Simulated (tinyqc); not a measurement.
LDA (VWN5) atom on a uniform radial grid, spin-unpolarised, for Be(2+), step by step. Computed by tinyqc, a small Python program that keeps every step. Settings: Z = 4, points = 128, R = 6.8, functional = lda,vwn, mixing = 0.2, iteration cap = 73. Command: `OMP_NUM_THREADS=1 python tinyqc.py 27636 27637 out.jsonl` (the two numbers bound the seeds that draw the settings). One thread of a shared host (Intel(R) Xeon(R) Processor @ 2.60GHz), about 0.2 s of CPU time with the checks.

Spherical atom on a uniform radial grid r_j = j h with h = R/(N + 1), h sum u^2 = 1 and integrals as h times sums, u(0) = u(R) = 0 (atomic units):
```
parameter           value
Z                       4
points N              128
R                6.800000
h                0.052713
mixing           0.200000
electrons in 1s         2
```

Three-point differences turn -u''/2 + [l(l+1)/2r^2 - Z/r + V] u = e u into a tridiagonal matrix (diagonal 1/h^2 + potential, off-diagonal -1/2h^2). D = sum f u^2; the Hartree potential y/r solves y'' = -D/r with y(0) = 0, y(R) = N_e; v_xc comes from rho = D/(4 pi r^2); E = sum f e - int D V + int D (V_H/2 + eps_xc); V(new) = V + mixing (V_H + v_xc - V).

Stop when input and output potentials agree to 1e-7.

Course of the cycle (hartree):
```
iteration             E      e(1s)  largest |V(out) - V(in)|
1          -13.13257287  -7.913006                  4.79e+00
2          -13.18714311  -7.221594                  3.73e+00
3          -13.22229127  -6.681994                  2.90e+00
4          -13.24460808  -6.260550                  2.25e+00
5          -13.25860202  -5.931147                  1.74e+00
6          -13.26728377  -5.673509                  1.35e+00
7          -13.27262165  -5.471873                  1.05e+00
8          -13.27587923  -5.313973                  8.14e-01
9          -13.27785520  -5.190255                  6.32e-01
10         -13.27904792  -5.093269                  4.91e-01
11         -13.27976506  -5.017203                  3.81e-01
...                 ...        ...                       ...
63         -13.28083173  -4.738060                  1.78e-06
64         -13.28083173  -4.738060                  1.42e-06
65         -13.28083173  -4.738060                  1.13e-06
66         -13.28083173  -4.738059                  9.03e-07
67         -13.28083173  -4.738059                  7.20e-07
68         -13.28083173  -4.738059                  5.74e-07
69         -13.28083173  -4.738059                  4.58e-07
70         -13.28083173  -4.738059                  3.65e-07
71         -13.28083173  -4.738059                  2.91e-07
72         -13.28083173  -4.738059                  2.32e-07
73         -13.28083173  -4.738059                  1.85e-07
```

Can the last value be used, and what does the course show?

Not by the stop rule, although the second column moves by less than 1e-07 over the last three steps; and the uniform grid itself carries an error of order h^2 at the cusp, far above the threshold. Not converged within 73 iterations: the residual falls steadily but slowly, by a factor of about 0.80 a step. Reruns (cap 100 unless said): mixing 0.3: converged in 48; mixing 0.6: converged in 20; the original settings with a cap of 400: converged in 76. Even converged, this uniform grid resolves the cusp poorly and misses the energy of the atom.
